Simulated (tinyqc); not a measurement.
Inside a calculation. Model: resistance of a tapered via with liner, size effect and interface.

Numbers from tinyqc (`OMP_NUM_THREADS=1 python tinyqc.py 2750047 2750048 out.jsonl`; about 0.01 s on one thread of a shared Intel Xeon 2.30GHz). Printed values are rounded.

A round via whose diameter grows from db at the bottom as D(z) = db + 2 z/tan(ang). The fill, of diameter D - 2 tl, starts above the bottom liner (thickness fb tl) and has rho = rho0 (1 + ks lam/(D - 2 tl)); the sidewall liner conducts in parallel with it. The bottom liner and the interface are crossed over the full area pi db^2/4. Spreading in the lines above and below is left out.

Parameters, values chosen for the exercise; fill metal close to copper:
- db = 35 nm (diameter at the bottom)
- hv = 58 nm (height)
- ang = 87 degrees (sidewall angle)
- rho0 = 1.66 uohm cm (bulk resistivity of the fill)
- lam = 40.2 nm (mean free path of the fill)
- ks = 0.7 (size-effect factor)
- tl = 2.8 nm (liner on the sidewall)
- fb = 0.7 (liner at the bottom over that on the sidewall)
- rl = 220 uohm cm (resistivity of the liner)
- ri = 1.2e-12 ohm cm^2 (interface resistivity at the bottom)
- Sb = 1.1e15 S/m^2 (ballistic conductance per area, about 3/(4 rho0 lam))

Range of the model: The ballistic limit exceeds half of R_fill, so a diffusive resistivity alone understates the resistance.

## Slices of the via

Slices between z0 = fb tl and hv, evaluated at their midpoints: conductance per length pi/4 [(D - 2 tl)^2/rho + (D^2 - (D - 2 tl)^2)/rl], slice resistance = slice height over that. 6 slices.

| slice | z (nm) | D (nm) | rho (uohm cm) | slice resistance (ohm) |
|---|---|---|---|---|
| 0 | 6.63 | 35.69493 | 3.212169 | 0.4192731 |
| 1 | 15.97 | 36.67390 | 3.163268 | 0.3873956 |
| 2 | 25.31 | 37.65288 | 3.117354 | 0.3589030 |
| 3 | 34.65 | 38.63186 | 3.074162 | 0.3333430 |
| 4 | 43.99 | 39.61084 | 3.033456 | 0.3103352 |
| 5 | 53.33 | 40.58981 | 2.995029 | 0.2895580 |

## Total resistance

R_fill = sum of the slices; R_bottom = rl fb tl/(pi db^2/4); R_interface = ri/(pi db^2/4); ballistic (Sharvin) limit 1/(Sb pi (db - 2 tl)^2/4); ideal cylinder rho0 hv/(pi db^2/4).

parts (ohm): fill 2.098808, bottom liner 4.481803, interface 0.1247255
R = 6.705337 ohm
shares (%): fill 31.30056, bottom liner 66.83935, interface 1.86009
ballistic limit = 1.339130 ohm
ideal cylinder = 1.000714 ohm

The bottom liner is the largest part, and R is 6.70 times the ideal cylinder. With 2000 slices R = 6.7060 ohm.
